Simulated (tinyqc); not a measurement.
Inside a calculation: sp3s* tight binding. Values are carried at full precision from step to step, so a last printed digit may differ when a step is redone from the rounded ones.

sp3s* tight binding, nearest neighbours only: anion (a) at 0, cation (c) at a/4 (1,1,1), orbitals s, px, py, pz, s* on each; k in units of 2 pi/a. With phases e_j = exp(i (pi/2) k.n_j) for n = (1,1,1), (1,-1,-1), (-1,1,-1), (-1,-1,1): g0 = (e1+e2+e3+e4)/4, g1 = (e1+e2-e3-e4)/4, g2 = (e1-e2+e3-e4)/4, g3 = (e1-e2-e3+e4)/4. The diagonal holds the levels Esa, Epa, Exa (s*) and Esc, Epc, Exc. Anion-cation block: <sa|sc> = Vss g0; <sa|xc> = Vsapc g1; <xa|sc> = -Vscpa g1; <xa|xc> = Vxx g0; <xa|yc> = <ya|xc> = Vxy g3, <xa|zc> = <za|xc> = Vxy g2, <ya|zc> = <za|yc> = Vxy g1; <s*a|xc> = Vxapc g1; <xa|s*c> = -Vpaxc g1; y and z take g2 and g3 in place of g1; s-s* and s*-s* vanish.

Constants: hbar^2/2m0 = 3.80998211 eV angstrom^2.

Values chosen for the exercise (near a published set for GaP, fitted to gaps, whose masses and valley positions are rough; shifted at random, so the results belong to these values and not to a real crystal):
```
symbol  value         unit      meaning
k       (0.14, 0, 0)  2 pi/a    wave vector
Esa     -8.112        eV        s level of the anion
Epa     1.141         eV        p level of the anion
Esc     -2.172        eV        s level of the cation
Epc     4.071         eV        p level of the cation
Exa     8.571         eV        s* level of the anion
Exc     7.19          eV        s* level of the cation
Vss     -7.379        eV        s-s
Vxx     2.128         eV        px-px
Vxy     5.154         eV        px-py
Vsapc   4.29          eV        s anion, p cation
Vscpa   6.316         eV        s cation, p anion
Vxapc   4.692         eV        s* anion, p cation
Vpaxc   5.051         eV        p anion, s* cation
a       5.454         angstrom  lattice constant
```

## Phase sums

Form g0 to g3 at this k.

g0, g1, g2, g3: 0.97592  0.21814i  0.00000  0.00000

## The Hamiltonian without spin-orbit coupling

Fill in the 10 x 10 matrix.

H(k) (eV), lower triangle (Hermitian):
```
           sa       xa        ya        za       s*a       sc      xc      yc      zc     s*c
sa    -8.1120
xa          0   1.1410
ya          0        0    1.1410
za          0        0         0    1.1410
s*a         0        0         0         0    8.5710
sc    -7.2013  1.3778i         0         0         0  -2.1720
xc   -0.9358i   2.0768         0         0  -1.0235i        0  4.0710
yc          0        0    2.0768  -1.1243i         0        0       0  4.0710
zc          0        0  -1.1243i    2.0768         0        0       0       0  4.0710
s*c         0  1.1018i         0         0         0        0       0       0       0  7.1900
```

## Levels at this k

Diagonalise H, which belongs to k = (0.14, 0, 0) (2 pi/a). Four bands are filled (two electrons each); give the make-up of band 5, the lowest empty one.

levels (eV): -12.9999  -0.5658  -0.1731  -0.1731  3.1205  4.8763  5.3851  5.3851  7.4304  8.8275

weights of band 5: s 0.868, p 0.125, s* 0.008

weight of band 5 on atom a = 0.355

The vertical gap at this k is 3.2935 eV; band 5 is mostly s-like.

## Levels at Gamma

At k = 0 only g0 = 1 is left and H falls into 2 x 2 blocks [[E_a, V], [V, E_c]] with roots (E_a + E_c)/2 -/+ sqrt(((E_a - E_c)/2)^2 + V^2); the s* levels stay uncoupled. The direct gap runs from the highest lower root of the p blocks to the lowest upper root.

Blocks at Gamma (eV):
```
block            E_a      E_c        V  lower root  upper root
s (Gamma1)   -8.1120  -2.1720  -7.3790    -13.0963      2.8123
p (Gamma15)   1.1410   4.0710   2.1280      0.0225      5.1895
```

direct gap at Gamma = 2.7898 eV

The lowest empty level at Gamma is s-like.

## Bands near the gap

Diagonalise at L = (1/2,1/2,1/2), X = (1,0,0), W = (1,1/2,0), K = (3/4,3/4,0) and at the fractions named between them; energies from the top of the valence band at Gamma; 4 bands are filled.

Levels (eV):
```
k        level 2  level 3  level 4  level 5  level 6
L         -6.910   -1.341   -1.341    2.348    4.114
L-G 0.5   -3.929   -0.739   -0.739    2.948    4.571
G          0.000    0.000    0.000    2.790    5.167
G-X 0.2   -1.076   -0.379   -0.379    3.294    4.594
G-X 0.4   -3.013   -1.196   -1.196    3.611    3.633
G-X 0.6   -4.995   -2.010   -2.010    2.854    3.427
G-X 0.7   -5.918   -2.333   -2.333    2.590    3.254
G-X 0.8   -6.758   -2.575   -2.575    2.416    3.087
G-X 0.9   -7.446   -2.724   -2.724    2.322    2.964
X         -7.759   -2.775   -2.775    2.294    2.918
W         -7.759   -2.775   -2.775    2.294    2.918
K         -7.604   -2.995   -2.350    2.314    2.999
K-G 0.5   -4.630   -1.860   -0.811    3.140    3.854
```

On these points the lowest empty level is lowest at X and W, 2.294 eV above the top. The band is nearly flat from X to W in this model, an artefact of nearest-neighbour coupling.

## Valleys and masses

The lowest conduction level at Gamma, at its minimum on (x,0,0) for x from 0.5 to 1, and at the point L (L, and X where the search ends there, need not be minima in this model; a zero or negative inverse mass shows it). Inverse masses m0/m = (E(+h) + E(-h) - 2 E)/(2 c q^2) with c = hbar^2/2m0, q = h 2 pi/a, h = 0.002; longitudinal along the valley axis ([100] at Gamma and Delta, [111] at L), transverse along [010] or [1-10]. A dash: the next level lies within 0.15 eV, so a single mass has no use there.

Valleys:
```
valley  x (2 pi/a)  E - Ev (eV)  m0/m_l  m0/m_t
Gamma       0.0000       2.7898    4.09    4.09
Delta       1.0000       2.2937    0.55    0.00
L           0.5000       2.3476    0.73    0.79
```

Of these three the lowest is the Delta line, which makes the gap indirect, 2.2937 eV. At Delta m0/m_t is 0.00. This nearest-neighbour model is fitted to gaps: it places the Delta minimum and the masses at Delta and L only roughly (transverse masses can be several times too heavy), and since its bands are flat from X to W the transverse mass grows too heavy towards X; d orbitals or second neighbours cure this.

## Checks

- Direct gap at Gamma from the blocks against the full matrix: both 2.78980.

Program tinyqc; command `OMP_NUM_THREADS=1 python tinyqc.py 1480366 1480367 out.jsonl`; about 0.1 s on one thread of a shared Intel(R) Xeon(R) Processor @ 2.30GHz.
